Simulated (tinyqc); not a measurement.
Inside a calculation. Method: plane-wave Kohn-Sham cycle with exchange-only LDA in a layered model solid. One step of it, computed by the program tinyqc.

Question. Iteration 2: Hamiltonian at one k. H(m,m') = (k + G_m)^2/2 delta + V(G_m - G_m'), with V(-G) = V(G).

A solid whose potential varies along x alone (atomic units):
```
parameter,value
period a,11.400000
cross-section of the cell,23.000000
electrons per cell,2
grid points,16
"plane waves -n..n, n",2
k points,1
V1 in V1 cos(2 pi x/a),-0.120000
```

V(G_m), m = 0, 1, 2, ... (hartree): -0.193710  -0.046152  0.000261  -0.000018  0.000003

k = 0.000000 2 pi / a

Give: H.

Answer.

H (hartree), lower triangle:
```
,-2,-1,+0,+1,+2
-2,0.414
-1,-0.046,-0.042
+0,0.000,-0.046,-0.194
+1,0.000,0.000,-0.046,-0.042
+2,0.000,0.000,0.000,-0.046,0.414
```
